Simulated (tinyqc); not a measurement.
# Changing the flaw half length a

Model: thermal stress, cracking, delamination and buckling of a thin film; Griffith cracks and misfitting inclusions. Computed by tinyqc, a small Python program. Command: `OMP_NUM_THREADS=1 python tinyqc.py 3030048 3030049 out.jsonl filmcrack sweep`. One thread of a shared host (Intel(R) Xeon(R) Processor @ 2.30GHz), about 0.03 s of CPU time with the checks.

Isotropic linear elasticity; the substrate is much thicker than the film; stress is positive in tension.

Inputs (values chosen for the exercise, modelled on a silicon nitride film on silicon): substrate Young's modulus E_s = 153 GPa; substrate Poisson ratio nu_s = 0.28; substrate surface energy gamma_s = 2.1 J/m^2.

Method. Through crack of length 2a in plane strain: K_Ic = sqrt(2 gamma_s E_s/(1 - nu_s^2)); fracture stress = K_Ic/sqrt(pi a). An edge crack of depth a has K larger by 1.1215.

One run for each value:
```
flaw half length a (micrometre)  fracture stress, inner crack (MPa)  fracture stress, edge crack (MPa)
0.01                                                         4711.1                             4200.7
0.032                                                        2633.6                             2348.3
0.1                                                          1489.8                             1328.4
0.32                                                          832.8                              742.6
1                                                             471.1                              420.1
3.2                                                           263.4                              234.8
10                                                            149.0                              132.8
32                                                             83.3                               74.3
100                                                            47.1                               42.0
```

Describe and explain the trends.

Over the rows, fracture stress, inner crack (MPa) falls from 4710 to 47.1 (exponent d ln y / d ln x about -0.50 throughout); fracture stress, edge crack (MPa) falls from 4200 to 42.0 (exponent d ln y / d ln x about -0.50 throughout). The exponent of fracture stress, inner crack stays at -0.50: Griffith's law.
